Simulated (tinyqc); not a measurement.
Changing the specularity p: Debye-Callaway model of lattice thermal conductivity. Computed by tinyqc, a small Python program. Command: `OMP_NUM_THREADS=1 python tinyqc.py 3007107 3007108 out.jsonl callaway sweep`. One thread of a shared host (Intel(R) Xeon(R) Processor @ 2.30GHz), about 0.03 s of CPU time with the checks.

Three acoustic branches with one velocity v, cut at omega_D = k_B Theta/hbar; x = hbar omega/(k_B T). v and Theta are separate inputs: Theta cuts off the heat-carrying modes, so C need not reach 3 k_B/V. gamma is an effective value that sets the umklapp rate. Heat flows along the film.

Inputs (values chosen for the exercise, for a model crystal):
```
quantity                                value        unit
sound velocity v                         8390         m/s
Debye temperature Theta                   749           K
volume per atom V                        32.9  angstrom^3
mean atomic mass M                       94.4           u
effective Grueneisen parameter gamma     1.05           -
umklapp exponent divisor b                2.5           -
vacancy fraction n_v                  3.2e-05           -
film thickness t                         0.48  micrometre
temperature T                              77           K
```

Sample: film. Point defects: vacancies. Normal processes: left out.

Constants: k_B = 1.380649e-23 J/K; hbar = 1.054571817e-34 J s; u = 1.6605390666e-27 kg.

Method:
- A vacancy counts as a mass defect Delta M/M = -3 (the missing mass and twice its bonds), so Gamma = 9 n_v. A = V Gamma/(4 pi v^3).
- Rates: point defects A omega^4; umklapp B omega^2 T exp(-Theta/(b T)) with B = hbar gamma^2/(M v^2 Theta). Film: the bulk time tau of each mode, from the resistive rates above, is multiplied by the Fuchs-Sondheimer factor F = (3/2) int_0^1 (1 - u^2) [1 - (1 - p) (u/d) (1 - E)/(1 - p E)] du, with E = exp(-d/u), d = t/(v tau), by 48 Gauss-Legendre points in z with u = z^4; the boundary rate is defined as 1/(F tau) - 1/tau.
- kappa_1 = c int tau_C g dx, g = x^4 e^x/(e^x - 1)^2, c = (k_B/(2 pi^2 v)) (k_B T/hbar)^3, over 0 < x < min(Theta/T, 40), by 96 Gauss-Legendre points in s with x = x_max s^2; tau_C = tau_R, the inverse of the summed rates, and kappa = kappa_1.
- Heat capacity C = 3 c int g dx / v^2; grey free path 3 kappa/(C v); the median free path v tau_C halves kappa_1 when the quadrature points are ordered by free path (each counted at half its weight, interpolated in the logarithm); likewise at 10 % and 90 %.

One run for each value:
```
specularity p  kappa (W/(m K))  median free path (nm)  grey free path (nm)
0.00                     209.1                   1159                817.0
0.15                     248.1                   1444                969.3
0.30                     297.6                   1831               1162.9
0.45                     364.1                   2392               1422.8
0.60                     461.4                   3298               1802.9
0.75                     627.5                   5088               2452.2
0.85                     843.8                   7888               3297.5
0.95                    1464.8                  19182               5724.0
```

Over the rows, kappa (W/(m K)) rises from 209 to 1460; median free path (nm) rises from 1160 to 19200; grey free path (nm) rises from 817 to 5720. A specular reflection keeps the momentum along the flow, so only the share 1 - p of the wall hits resists; from the first row to the last kappa grows by a factor 7.01.
